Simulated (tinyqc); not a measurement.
From results to parameters: Luttinger model of the valence bands. Computed by the program tinyqc.

Problem. In the four-band Luttinger model 1/m = g1 -/+ 2 g2 along [100] and g1 -/+ 2 g3 along [111]. Find g1, g2, g3 and the light hole mass along [111].

heavy and light hole masses along [100] (electron masses): 0.125156  0.041271
heavy hole mass along [111] = 0.418410 electron masses

Solution. The mean of the two inverse masses along [100] is g1 and a quarter of their difference is g2; g3 = (g1 - 1/m_hh[111])/2.

g1, g2, g3: 16.110  4.060  6.860
light hole mass along [111] = 0.034 electron masses
